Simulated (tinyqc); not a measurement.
# Trap density from two Hall measurements

Question. p-type body, charge-sheet picture, full ionisation (an idealisation for deep acceptors), Boltzmann statistics for free electrons. e = Ec - EF at the surface. psi = Eg - Vt ln(Nv/Na) - e; N_dep = sqrt(2 eps0 eps_r Na (psi - Vt)/q); n_f = sqrt(N_dep^2 + 2 eps0 eps_r Vt Nc exp(-e/Vt)/q) - N_dep; Vg = Vfb + psi + q (N_dep + n_t + n_f)/Cox, Cox = eps0 eox/tox. Find e and n_t at both points and the mean trap density between them.

Parameters, values chosen for the exercise; band and dielectric values close to those of gallium nitride: temperature T = 250 K; band gap Eg = 3.46 eV; relative permittivity eps_r = 9.58; conduction-band density of states at T Nc = 1.73e18 cm^-3; valence-band density of states at T Nv = 3.57e19 cm^-3; relative permittivity of the insulator eox = 3.9; insulator thickness tox = 68 nm; acceptor density Na = 5.2e15 cm^-3; flat-band voltage without trapped charge Vfb = -2.35 V.

Constants: q = 1.602176634e-19 C, kB = 1.380649e-23 J/K, Vt = kB T/q, eps0 = 8.8541878128e-14 F/cm where lengths are in cm. Results are converted to the units shown.

Vg (V): [3.4151884, 5.4272958]
free sheet density from the Hall effect (cm^-2): [1.6480362e9, 3.6757643e10]

Solution. Each n_f fixes e; what the gate voltage holds beyond psi, N_dep and n_f is trapped; the difference quotient is the density, smeared over a few Vt.

e (eV): [0.122, 0.0540]
n_t (cm^-2): [4.13e11, 9.90e11]
mean trap density = 8.48e12 cm^-2 eV^-1

Numbers from tinyqc (`OMP_NUM_THREADS=1 python tinyqc.py 2222082 2222083 out.jsonl`; about 0.02 s on one thread of a shared Intel Xeon 2.30GHz).
